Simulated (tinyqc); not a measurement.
## Field length and prefactor from two substrate currents

Problem. For Em = (Vd - Vdsat)/l, Isub/Id = (Ai/Bi)(Vd - Vdsat) exp(-Bi l/(Vd - Vdsat)), and l = sqrt(3 tox xj). Find l, Ai and xj.

Inputs (values chosen for the exercise):
```
symbol  value   unit           meaning
tox        26     nm   oxide thickness
Bi       1.63  MV/cm  ionisation field
```

Isub/Id at Vd - Vdsat = 3.1 and 4.2 V: [9.38613235e-4, 0.0112008928]

Answer. ln[Isub/(Id (Vd - Vdsat))] is linear in 1/(Vd - Vdsat) with slope -Bi l.

l = 158.0 nm
Ai = 2.000e6 1/cm
xj = 320.0 nm

Numbers from tinyqc (`OMP_NUM_THREADS=1 python tinyqc.py 2550093 2550094 out.jsonl`; about 0.01 s on one thread of a shared Intel Xeon 2.30GHz).
